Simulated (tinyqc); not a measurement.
From results back to parameters: band gaps under pressure and temperature from deformation potentials. Three cases, with inputs chosen for the exercise.

Problem. A gap falls from its value at 0 K by aV T^2/(T + bV). The falls at two temperatures are given.

Case 1.

Values chosen (out of a larger set: near those of AlAs, the X and L potentials typical of such crystals; not measured data): T12 = (200, 300) K (two temperatures).

falls at the two temperatures (meV): 46.005362  91.276596

Case 2.

Values chosen (out of a larger set: near those of Ge, the X and L potentials typical of such crystals; not measured data): T12 = (100, 300) K (two temperatures).

falls at the two temperatures (meV): 15.764075  92.356021

Case 3.

Values chosen (out of a larger set: near those of GaP, the X and L potentials typical of such crystals; not measured data): T12 = (150, 200) K (two temperatures).

falls at the two temperatures (meV): 24.119318  39.169550

Find: T^2/fall; aV; bV.

Solution. T^2/fall = (T + bV)/aV is a straight line in T with slope 1/aV and intercept bV/aV.

Case 1.

T^2/fall (K^2/meV): 869.5  986.0

aV = 0.858 meV/K
bV = 546 K

Case 2.

T^2/fall (K^2/meV): 634.4  974.5

aV = 0.588 meV/K
bV = 273 K

Case 3.

T^2/fall (K^2/meV): 932.9  1021.2

aV = 0.566 meV/K
bV = 378 K

Computed by tinyqc, one run a case: `OMP_NUM_THREADS=1 python tinyqc.py N N+1 out.jsonl` with N = 1050527, 1050536, 1050542; one thread of a shared Intel(R) Xeon(R) Processor @ 2.30GHz, about 0.01 s a run at most.
